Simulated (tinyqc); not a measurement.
Worked calculation: phonon-assisted absorption at an indirect gap. Values are carried at full precision from step to step, so a last printed digit may differ when a step is redone from the rounded ones.

alpha(E) = sum_j A_j [N_j (E - Eg + w_j)^2 + (N_j + 1)(E - Eg - w_j)^2], each bracket counted only where its base is positive; N_j = 1/(exp(w_j/kB T) - 1). The first term absorbs a phonon and the second emits one; excitons and direct transitions are left out.

Constants: kB = 8.617333262e-05 eV/K.

Parameters, chosen for this exercise (loosely those of Si at room temperature; Eg is not tied to T; the results hold for these values, not for the real material):
```
symbol  value         unit         meaning
Eg      1.125         eV           indirect gap, held fixed unless listed
w       (59.4, 18.7)  meV          two zone-edge phonons
A       (3700, 420)   1/(cm eV^2)  their strengths
T       400           K
E       1.305         eV           photon energy
nr      3.59                       refractive index
d       0.71          micrometre   thickness
xj      0.16          micrometre   dead layer at the surface
W       22            micrometre   depleted width
L       13            micrometre   minority diffusion length below it
```

## The four branches at one energy

Evaluate the occupations and each term.

N_j: [0.2173, 1.388]

terms with phonon absorption (1/cm): [46.07, 23.02]

terms with phonon emission (1/cm): [65.51, 26.10]

alpha = 160.7 1/cm
wavelength hc/E (hc = 1239.841984 eV nm) = 950.1 nm

Phonon absorption supplies 43.0 % of alpha; the depth 1/alpha is 62.2 micrometre.

## What a slab does with it

Slab of thickness d in air, incoherent passes: R = ((nr - 1)/(nr + 1))^2, x = exp(-alpha d); transmitted Tr = (1 - R)^2 x/(1 - R^2 x^2), reflected Rt = R + (1 - R)^2 R x^2/(1 - R^2 x^2), absorbed Ab = (1 - R)(1 - x)/(1 - R x).

d in cm is 1e-4 times the value in micrometres.

R = 0.3184
x = 0.9887
Tr = 0.5098
Rt = 0.4789
Ab = 0.0113

A single pass would absorb (1 - R)(1 - x) = 0.0077; the back face adds 0.0036.

## Quantum efficiency of a diode

Photodiode (Gaertner form with a dead layer): QE = (1 - R) exp(-alpha xj) [1 - exp(-alpha W)/(1 + alpha L)], R = ((nr - 1)/(nr + 1))^2; responsivity = QE/E in A/W for E in eV.

Evaluate the factors; 1 micrometre = 1e-4 cm.

passes the dead layer = 0.9974
collected share = 0.4191
QE = 0.2850
responsivity = 0.2184 A/W

Without diffusion from below the collected share would be 0.2978.

## Checks

- Tr + Rt + Ab against 1: both 1.000000.

Run: tinyqc, `OMP_NUM_THREADS=1 python tinyqc.py 1652754 1652755 out.jsonl`; Intel(R) Xeon(R) Processor @ 2.30GHz, one thread, shared host; about 0.01 s of CPU time with all checks.
